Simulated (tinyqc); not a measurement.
# Oxidation of curved silicon (wires and holes): cylindrical Deal-Grove kinetics with stress-retarded reaction, step by step

A worked calculation. Computed by tinyqc, a small Python program that keeps every step. Command: `OMP_NUM_THREADS=1 python tinyqc.py 3027088 3027089 out.jsonl wireox walk`. One thread of a shared host (Intel(R) Xeon(R) Processor @ 2.30GHz), about 0.01 s of CPU time with the checks. Intermediate numbers are printed to about 6 digits and carried at full precision; extremes and crossings named in words are read from the listed rows.

Silicon fills r < a and oxide a < r < b. One volume of silicon gives 2.25 volumes of oxide, and the length is fixed.

Inputs (values chosen for the exercise, close to those used for silicon in dry oxygen):

| quantity | value | unit |
|---|---|---|
| prefactor B0 | 842 | um^2/h |
| activation energy E_B | 1.22 | eV |
| prefactor (B/A)0 | 4.64e+06 | um/h |
| activation energy E_A | 2 | eV |
| starting silicon radius a0 | 14 | nm |
| starting oxide x_i | 2 | nm |
| viscosity prefactor eta0 | 2.4e-09 | Pa s |
| viscosity energy E_eta | 5.69 | eV |
| critical shear stress s_c | 65 | MPa |
| activation volume V_k | 7 | angstrom^3 |
| temperature T | 950 | C |
| time t | 0.51 | h |

Shape: wire (convex).

Constants: k_B = 8.617333262e-05 eV/K.

## Planar constants and viscosity

B = B0 exp(-E_B/(k_B T)), B/A = (B/A)0 exp(-E_A/(k_B T)), eta = eta0 exp(E_eta/(k_B T)); 1 um = 1000 nm. Temperatures in kelvin are T(C) + 273.15.

B = 7916.13 nm^2/h

B/A = 26.6602 nm/h

low-stress viscosity eta = 6.68148e+14 Pa s

k_B T = 0.105403 eV

## Rate at the start

Geometry: b^2 = b0^2 + 1.25 (a0^2 - a^2), b0 = a0 + x_i. Rate of oxide made per interface area: q = 1/[1/k + 2 a |ln(b/a)|/B], and |da/dt| = q/2.25. Reaction k = (B/A) exp(-sigma V_k/(k_B T)). New oxide pushes the old with radial speed u = 1.25 |da/dt| at r = a; the shear stress at radius r is s_c asinh(z a^2/r^2), z = 2 eta u/(a s_c) (Eyring flow), and the compressive normal stress at the interface is sigma = |int_a^b 2 s/r dr| = s_c |F(z) - F(z a^2/b^2)|, F(y) = int_0^y asinh(w)/w dw. q and sigma are solved together. 1 MPa angstrom^3 = 6.241509e-6 eV.

oxide radius b0 = 16 nm

rate q without stress = 26.3287 nm/h

normal stress sigma = 159.499 MPa

factor on the reaction = 0.936024

rate q with stress = 24.6639 nm/h

## State after time t

Integrate da/dt adaptively (tolerance 1e-8); a wire counts as consumed at a = 0.5 nm and a hole as closed at b = 0.5 nm. Planar reference: x^2 + A x = B t + x_i^2 + A x_i, A = B/(B/A).

silicon radius a = 9.26380 nm

oxide thickness = 10.5788 nm

normal stress at time t = 857.784 MPa

planar thickness = 14.8659 nm

ratio to the planar thickness = 0.711613

Stress now cuts the reaction constant to 70 % of its planar value. Caution: planar dry oxides this thin grow faster than Deal-Grove predicts. Caution: the oxide is taken as a purely viscous fluid in steady flow; elasticity, stress-dependent diffusion and thin-oxide enhancement are left out.

## Geometry alone against geometry with stress

A dash marks a stress-free run that has consumed the wire or closed the hole.

Oxide thickness (nm):

| t (h) | planar | curved, no stress | curved, with stress | a (nm) | sigma (MPa) |
|---|---|---|---|---|---|
| 0.0153 | 2.4019 | 2.3720 | 2.3468 | 13.8334 | 186.68 |
| 0.0510 | 3.3357 | 3.2192 | 3.1240 | 13.4526 | 247.33 |
| 0.1020 | 4.6597 | 4.3829 | 4.1654 | 12.9265 | 328.37 |
| 0.2040 | 7.2740 | 6.5684 | 6.0481 | 11.9282 | 475.91 |
| 0.3570 | 11.1151 | 9.5564 | 8.4872 | 10.5416 | 674.29 |
| 0.5100 | 14.8659 | 12.2654 | 10.5788 | 9.2638 | 857.78 |
| 0.7650 | 20.9328 | 16.2907 | 13.4924 | 7.3345 | 1152.33 |
| 1.0200 | 26.7898 | 19.8190 | 15.8588 | 5.6231 | 1453.45 |

At 1.02 h the thickness is 0.740 of the planar value from geometry alone and 0.592 with stress. On a wire the new oxide spreads over a larger circumference, which thins it, while the oxidant converges on a smaller interface. Stress takes 20 % off the stress-free value. Caution: elasticity of the oxide, stress-dependent diffusion and thin-oxide enhancement are left out.

Checks made by the program: large-radius limit against the planar law (relative difference 3e-08).
